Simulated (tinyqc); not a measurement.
Choosing the offset: vacuum evaporation: vapour pressure, source flux, thickness distribution, purity and step coverage. Computed by tinyqc, a small Python program. Command: `OMP_NUM_THREADS=1 python tinyqc.py 3111545 3111546 out.jsonl evap walk`. One thread of a shared host (Intel(R) Xeon(R) Processor @ 2.30GHz), about 0.01 s of CPU time with the checks.

Molecular flow, unit sticking of the metal, no re-evaporation. The background gas is taken as water vapour (18.015 g/mol, collision diameter 0.37 nm) at 300 K.

Inputs (values chosen for the exercise, modelled on germanium, with constants for the liquid): directionality n = 3; source-to-wafer distance h = 54 cm; wafer radius R = 15 cm.

Method. Rotating wafer, source offset by s and facing upwards: thickness at radius r is the mean over the angle a of (1 + (r^2 + s^2 - 2 r s cos a)/h^2)^(-(n + 3)/2), by 360 equal steps; non-uniformity (max - min)/(max + min) over 21 radii from 0 to R. The curvature at the centre vanishes at s/h = sqrt(2/(n + 3)).

Against the offset:
```
s/h  centre thickness  edge over centre  non-uniformity (%)
0.0            1.0000            0.8001              11.103
0.2            0.8890            0.8312               9.220
0.4            0.6407            0.9092               4.757
0.5            0.5120            0.9550               2.301
0.6            0.3975            0.9992               0.150
0.7            0.3023            1.0385               1.887
0.8            0.2267            1.0708               3.417
0.9            0.1686            1.0955               4.558
1.1            0.0926            1.1244               5.858
```

What follows from these numbers?

The best row, s/h = 0.6, has 0.15 % against 11 % on the axis, at the price of a rate lower by a factor 2.52; the small-wafer optimum is sqrt(2/(n + 3)) = 0.58.

Extremes, crossings and ranges named in words are read from the listed rows.
